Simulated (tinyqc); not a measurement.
Grain-boundary trapping model (Seto) of a polycrystalline semiconductor film: one step, computed by the program tinyqc. Command: `OMP_NUM_THREADS=1 python tinyqc.py 3016659 3016660 out.jsonl poly walk`. One thread of a shared host (Intel(R) Xeon(R) Processor @ 2.30GHz), about 0.01 s of CPU time with the checks.

Grains of equal size L are joined by thin boundaries with one trap level. Trapped carriers deplete a width W on each side and raise a barrier, crossed by thermionic emission. Dopants are fully ionised, statistics are non-degenerate and mu_g does not depend on T.

Question. Barrier. N_c(T) = N_c (T/300 K)^(3/2). Filled traps Q = Q_t/(1 + (1/2) exp((E_t* - E_F)/k_B T)), where E_t* = e V_B - E_t and E_F are counted from the band edge at the grain centre. Partial depletion: Q = 2 N W, V_B = e N W^2/(2 eps eps_0), E_F = k_B T ln(N/N_c); solve for W. If that W would exceed L/2 the grain is fully depleted: W = L/2, Q = N L, and E_F follows from the trap equation. Centre density n_0 = N_c exp(E_F/k_B T).

Inputs (values chosen for the exercise, modelled on polycrystalline SiGe):
```
quantity,value,unit
permittivity eps,13.5,-
"effective density of states at 300 K, N_c",1.5e+19,1/cm^3
grain size L,380,nm
trap density Q_t,1.2e+12,1/cm^2
trap level E_t below the band edge,0.26,eV
doping N,7.3e+17,1/cm^3
temperature T,250,K
```

Grain interior: resistance included.

Constants: k_B = 8.617333262e-05 eV/K; e = 1.602176634e-19 C; eps_0 = 8.8541878128e-12 F/m.

Give: depletion width W; barrier V_B; E_F; centre density n_0.

Answer.

depletion width W = 8.2175 nm

barrier V_B = 0.033037 V

E_F = -0.059229 eV

centre density n_0 = 7.30e+17 1/cm^3

The grain is partly depleted; 100.0 % of the traps are filled, and they hold 4.3 % of the carriers. Caution: e V_B is below 2 k_B T, where the depletion approximation fails and the mean density does not balance the trapped charge.
